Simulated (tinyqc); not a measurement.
# Free and trapped electrons in a MOS channel with a dense trap tail, step by step

Computed by the program tinyqc: `OMP_NUM_THREADS=1 python tinyqc.py 2222013 2222014 out.jsonl`, one thread of a shared Intel Xeon 2.30GHz, about 0.03 s for the whole run. Printed values are rounded.

p-type body, charge-sheet picture, full ionisation (an idealisation for deep acceptors), Boltzmann statistics for free electrons. e = Ec - EF at the surface. Acceptor-like traps of density D(E) = D0 + De exp(-E/Ew) at depth E below Ec, from 0 to Eu, hold n_t = integral of D(E)/(1 + exp((e - E)/Vt)). psi = Eg - Vt ln(Nv/Na) - e; N_dep = sqrt(2 eps0 eps_r Na (psi - Vt)/q); n_f = sqrt(N_dep^2 + 2 eps0 eps_r Vt Nc exp(-e/Vt)/q) - N_dep; Vg = Vfb + psi + q (N_dep + n_t + n_f)/Cox, Cox = eps0 eox/tox.

Values chosen for this exercise; band and dielectric values close to those of 4H silicon carbide:
```
symbol,value,unit,meaning
T,250,K,temperature
Eg,3.31,eV,band gap
eps_r,9.72,,relative permittivity
Nc,1.29e19,cm^-3,conduction-band density of states at T
Nv,1.88e19,cm^-3,valence-band density of states at T
eox,3.9,,relative permittivity of the insulator
tox,52,nm,insulator thickness
Na,9.7e16,cm^-3,acceptor density
Vfb,-2.32,V,flat-band voltage without trapped charge
D0,8.1e10,cm^-2 eV^-1,constant background density of acceptor-like traps
De,2.8e13,cm^-2 eV^-1,density of the tail at the conduction edge
Ew,0.08,eV,decay energy of the tail
Eu,0.5,eV,depth below Ec down to which the traps reach
mf,110,cm^2/(V s),mobility of free electrons
e,0.071,eV,Ec - EF at the surface
```

Constants: q = 1.602176634e-19 C, kB = 1.380649e-23 J/K, Vt = kB T/q, eps0 = 8.8541878128e-14 F/cm where lengths are in cm. Results are converted to the units shown.

## Trapped charge

Trapezoid rule on 12 equal steps from 0 to Eu, f = 1/(1 + exp((e - E)/Vt)).

E, point 0 to 12 (eV): [0, 0.0416667, 0.0833333, 0.125, 0.166667, 0.208333, 0.25, 0.291667, 0.333333, 0.375, 0.416667, 0.458333, 0.5]
D(E) f, point 0 to 12 (cm^-2 eV^-1): [1.00304e12, 3.40928e12, 6.36860e12, 5.50149e12, 3.52584e12, 2.14835e12, 1.31091e12, 8.11761e11, 5.15105e11, 3.38871e11, 2.34182e11, 1.71994e11, 1.35053e11]
n_t = 1.03773e12 cm^-2

With 1600 steps n_t = 1.042e12 cm^-2; the coarse value is 0.44 % below it.

## Charges and gate voltage

psi, N_dep, n_f and Vg as defined, with the n_t given; free share n_f/(n_f + n_t); apparent mobility mf n_f/(n_f + n_t); gate voltage spent on traps q n_t/Cox.

psi = 3.12553 V
N_dep = 1.79851e12 cm^-2
n_f = 3.04882e10 cm^-2
Vg = 7.72204 V
free share = 2.85412 %
apparent mobility = 3.13954 cm^2/(V s)
gate voltage spent on traps = 2.50371 V
